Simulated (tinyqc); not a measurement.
Deep-level transient spectroscopy (DLTS) of one majority-carrier trap: one step, computed by the program tinyqc. Command: `OMP_NUM_THREADS=1 python tinyqc.py 3015845 3015846 out.jsonl dlts walk`. One thread of a shared host (Intel(R) Xeon(R) Processor @ 2.30GHz), about 0.05 s of CPU time with the checks.

A filling pulse loads the traps in a one-sided junction; under reverse bias they empty at the rate e, and the capacitance relaxes as C(t) = C_0 - dC exp(-e t). The signal is S = [C(t_2) - C(t_1)]/dC.

Question. Signal size and trap density. W = sqrt(2 eps eps_0 (V_b + V_r)/(e N)), C_0 = eps eps_0 area/W. The pulse goes to zero bias, W_0 = W(V_r = 0). Traps within lambda = sqrt(2 eps eps_0 (E_t - E_F)/(e^2 N)) of the depletion edge stay filled, with E_F = k_B T_p ln(N_b/N) from the band, N_b = 2 M (2 pi m k_B T_p/h^2)^(3/2) (dopants taken as fully ionised). dC = C_0 (N_t/2N) f, f = [(W - lambda)^2 - max(W_0 - lambda, 0)^2]/W^2. The simple estimate is 2 N dC/C_0.

Inputs (values chosen for the exercise, with mass and screening modelled on ZnSe):

| quantity | value | unit |
|---|---|---|
| density-of-states mass m | 0.15 | m_0 |
| valleys M | 1 | - |
| trap depth E_t | 0.735 | eV |
| temperature T | 361 | K |
| doping N | 5e+16 | cm^-3 |
| trap density N_t | 7.9e+13 | cm^-3 |
| dielectric constant eps | 9.04 | - |
| built-in voltage V_b | 1 | V |
| reverse bias V_r | 8 | V |
| diode area | 0.0013 | cm^2 |

Carriers: electrons. Extra term: none.

peak temperature T_p = 443.3670 K

Constants: eps_0 = 8.8541878128e-12 F/m; e = 1.602176634e-19 C; k_B = 8.617333262e-05 eV/K; m_0 = 9.1093837015e-31 kg; k_B = 1.380649e-23 J/K; h = 6.62607015e-34 J s.

Give: depletion width W; C_0; lambda; f; transient amplitude dC; simple estimate of N_t.

Answer.

depletion width W = 0.4241 micrometre

C_0 = 24.54 pF

lambda = 0.1080 micrometre

f = 0.5493

transient amplitude dC = 10.65 fF

simple estimate of N_t = 4.340e+13 cm^-3

The simple estimate finds 55 % of the traps.
